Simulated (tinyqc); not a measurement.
Inside a calculation. Method: one-electron ion in a basis of Gaussians. One step of it, computed by the program tinyqc.

Problem. Generalised eigenproblem. Solve H C = S C e through S^(-1/2); each column has its largest component positive (the first on a tie).

H = T + V (hartree):
```
           1          2          3          4
1  -2.515540  -2.835708  -2.631879  -2.136623
2  -2.835708  -3.671482  -4.095503  -4.300456
3  -2.631879  -4.095503  -2.658349  -2.751729
4  -2.136623  -4.300456  -2.751729  11.420852
```

S:
```
          1         2         3         4
1  1.000000  0.737808  0.353531  0.141949
2  0.737808  1.000000  0.737737  0.353454
3  0.353531  0.737737  1.000000  0.737701
4  0.141949  0.353454  0.737701  1.000000
```

Give: eigenvalues of S; eigenvalues; coefficients.

Solution.

eigenvalues of S: 0.074  0.309  1.046  2.571

eigenvalues (hartree): -4.459  -0.904  5.342  37.826

coefficients:
```
       1       2       3       4
1  0.104   1.391  -0.859   0.327
2  0.622  -0.829   2.027  -1.040
3  0.307  -0.136  -1.528   1.954
4  0.106  -0.064  -0.027  -1.665
```

For Z = 3 and l = 0 the exact lowest level is -Z^2/(2 n^2) with n = l + 1: -4.500000 hartree.
